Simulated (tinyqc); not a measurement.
p-i-n junction, non-linear Poisson equation by Newton steps: one step of the calculation.

One dimension, p side on the left, n side on the right; net doping C = -Na for x < 0, 0 for 0 < x < Li and +Nd beyond. The potential psi is counted from the intrinsic level, and the quasi-Fermi potentials are flat: 0 for holes and -V for electrons, so n = ni exp((psi + V)/Vt) and p = ni exp(-psi/Vt) (Boltzmann statistics, full ionisation, no current).

Task. Intrinsic density, end potentials and Debye lengths. ni = sqrt(Nc Nv) exp(-Eg/(2 Vt)), Eg in volts; psi_p = -Vt ln(Na/ni), psi_n = Vt ln(Nd/ni) - V; Debye length sqrt(eps0 eps_r Vt/(q N)).

Parameters, values chosen for the exercise; band and dielectric values close to those of silicon:

| symbol | value | unit | meaning |
|---|---|---|---|
| T | 300 | K | temperature |
| Eg | 1.11 | eV | band gap |
| eps_r | 11.8 |  | relative permittivity |
| Nc | 2.8e19 | cm^-3 | conduction-band density of states at T |
| Nv | 2.69e19 | cm^-3 | valence-band density of states at T |
| Na | 4e16 | cm^-3 | acceptor density of the p side |
| Nd | 6.2e17 | cm^-3 | donor density of the n side |
| V | 0.43 | V | bias of the p side against the n side |

Constants: q = 1.602176634e-19 C, kB = 1.380649e-23 J/K, Vt = kB T/q, eps0 = 8.8541878128e-14 F/cm where lengths are in cm. Results are converted to the units shown.

Give: ni; psi_p; psi_n; Debye length, p side; Debye length, n side.

Result.

ni = 1.3028e10 cm^-3
psi_p = -0.38616 V
psi_n = 0.027016 V
Debye length, p side = 20.529 nm
Debye length, n side = 5.2145 nm

Range of the model: Flat quasi-Fermi levels over the whole structure hold only for low forward bias and sides short against the diffusion lengths.

Computed by the program tinyqc: `OMP_NUM_THREADS=1 python tinyqc.py 2000134 2000135 out.jsonl`, one thread of a shared Intel Xeon 2.30GHz, about 0.09 s for the whole run.
